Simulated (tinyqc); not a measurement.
Inversion-layer mobility, back-scattering and ballistic limit of a field-effect transistor: one step, computed by the program tinyqc. Command: `OMP_NUM_THREADS=1 python tinyqc.py 3006449 3006450 out.jsonl mos walk`. One thread of a shared host (Intel(R) Xeon(R) Processor @ 2.30GHz), about 0.01 s of CPU time with the checks.

The charge at the top of the source barrier is fixed by the gate; series resistance and short-channel effects are left out. F_j are Fermi integrals normalised to exp(eta) in the classical limit.

Problem. Ballistic limit. F_j(eta) = (1/Gamma(j + 1)) int_0^infinity x^j/(1 + exp(x - eta)) dx, F_0 = ln(1 + exp(eta)). Integrals over x = E/(k_B T) use 160 Gauss-Legendre points in u = sqrt(x) from 0 to sqrt(max(eta, 0) + 32). Ballistic channel: N_2D = g_v m k_B T/(pi hbar^2), U = e V_D/(k_B T); eta_F solves N_inv = (N_2D/2)[F_0(eta_F) + F_0(eta_F - U)]; v_T = sqrt(2 k_B T/(pi m)); I/W = e (N_2D/2) v_T [F_1/2(eta_F) - F_1/2(eta_F - U)]; injection velocity v_T F_1/2(eta_F)/F_0(eta_F).

Inputs (values chosen for the exercise, modelled on a germanium p-channel):
```
quantity               value  unit
transport mass m         0.2   m_0
valley degeneracy g_v      1     -
drain voltage V_D       0.74     V
temperature T            200     K
```

Statistics at the top of the barrier: Fermi-Dirac.

inversion density N_inv = 3.193002e+12 1/cm^2

Constants: m_0 = 9.1093837015e-31 kg; k_B = 1.380649e-23 J/K; hbar = 1.054571817e-34 J s; k_B = 8.617333262e-05 eV/K; e = 1.602176634e-19 C.

Give: N_2D; eta_F; thermal velocity v_T; injection velocity; ballistic current I/W.

Solution.

N_2D = 1.440e+12 1/cm^2

eta_F = 4.423

thermal velocity v_T = 0.9823 1e7 cm/s

injection velocity = 1.653 1e7 cm/s

ballistic current I/W = 845.6 microampere/micrometre

Degeneracy raises the injection velocity by a factor 1.68.
